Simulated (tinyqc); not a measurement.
Thermal RC ladder, step response: one step of the calculation.

A ladder of 3 nodes: R_i joins node i to node i + 1, the last R to the ambient; C_i is the heat capacity of node i; theta is the rise above ambient, zero at t = 0. d theta/dt = -A theta + b with b = (Pw/C_1, 0, ...), times in ms.

Problem. One time step. Explicit Euler: theta(new) = theta + dt (b - A theta).

Parameters, values chosen for the exercise:
- C = [0.7, 1.6, 38] mJ/K (heat capacities of the nodes)
- Pw = 2.8 W (power at node 1 from t = 0)
- dt = 0.062 ms (time step)

A (1/ms):
```
           node 1      node 2     node 3
node 1  10.989011  -10.989011   0.000000
node 2  -4.807692   10.489510  -5.681818
node 3   0.000000   -0.239234   0.281679
```

theta after step 2 (K): node 1 0.32703297, node 2 0.07392308, node 3 0.00000000

Wanted: theta after step 3.

Solution.

theta after step 3 (K): node 1 0.4026, node 2 0.1233, node 3 0.0011

tinyqc, about 0.01 s, one thread, Intel Xeon 2.30GHz (shared host): `OMP_NUM_THREADS=1 python tinyqc.py 2520111 2520112 out.jsonl`
